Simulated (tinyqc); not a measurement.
## Pillar capacitor in an array: capacitance, non-linearity, leakage and relaxation: charge lost after writing

A film between two metal electrodes, each interface adding a series capacitance ci. The small-signal permittivity is ek (1 + aq E^2); the field is found with the linear permittivity. Leakage J = J0 sinh(E/Ef). After a voltage step the film passes a relaxation current kr C V tt^(-nr), tt being the time in seconds. The sidewall is a coaxial capacitor with radii a = dm/2 and b = dm/2 + t, depth AR dm; the end face is left out.

Planar film: Cf = eps0 ek/t, 1/C = 1/Cf + 2/ci, EOT = 3.9 eps0/C, effective permittivity C t/eps0, E = (V/t) C/Cf. A capacitor written for t0 and then left open loses, as a share of C V, kr (tt^(1 - nr) - t0^(1 - nr))/(1 - nr) by relaxation and J tt/(C V) by leakage; both are taken as small, and rows far outside that range are left out.

Parameters, values chosen for the exercise; permittivity of the order of that of tantalum oxide:
- ek = 25.7 (relative permittivity of the film)
- t = 9.8 nm (film thickness)
- ci = 49 uF/cm^2 (capacitance of each electrode interface (dead layer and screening))
- aq = 0.0091 cm^2/MV^2 (quadratic field coefficient of the permittivity)
- V = 1.3 V (bias)
- nr = 0.942 (exponent of the relaxation current)
- kr = 0.00066 (strength of the relaxation)
- J0 = 2.2e-11 A/cm^2 (leakage prefactor)
- Ef = 0.48 MV/cm (field for an e-fold rise of the leakage)
- t0 = 1e-7 s (duration of the write pulse)

Constants: eps0 = 8.8541878128e-14 F/cm where lengths are in cm. Results are converted to the units shown.

The same in every row: leakage current (nA/cm^2) = 0.1364.

Result of one run:
```
relaxation current (nA/cm^2),loss by relaxation (%),loss by leakage (%),total loss (%)
1.067e4,0.2202,4.948e-7,0.2202
```

Which time since the start of the write pulse tt gave this result: 0.0001, 0.1, 1, 10 or 100 s?

tt = 0.0001 s.

The whole series:
```
tt (s),relaxation current (nA/cm^2),loss by relaxation (%),loss by leakage (%),total loss (%)
1e-6,8.166e5,0.06384,4.948e-9,0.06384
1e-5,9.333e4,0.1368,4.948e-8,0.1368
0.0001,1.067e4,0.2202,4.948e-7,0.2202
0.001,1219,0.3155,4.948e-6,0.3155
0.01,139.3,0.4244,4.948e-5,0.4244
0.1,15.92,0.5489,4.948e-4,0.5494
1,1.820,0.6911,0.004948,0.6961
10,0.2080,0.8537,0.04948,0.9032
100,0.02377,1.040,0.4948,1.534
1000,0.002717,1.252,4.948,6.200
```

The two currents are equal at tt = 15.6 s. The loss by relaxation grows from 0.0638 to 1.25 %, by 0.0730 points over the first decade and 0.212 over the last, while the loss by leakage grows tenfold a decade. Leakage is the larger loss for tt = 1000 s. For tt = 1000 the falling voltage would already cut the leakage, so the linear estimate overstates the loss.

Numbers from tinyqc (`OMP_NUM_THREADS=1 python tinyqc.py 2102156 2102157 out.jsonl`; about 0.01 s on one thread of a shared Intel Xeon 2.30GHz).
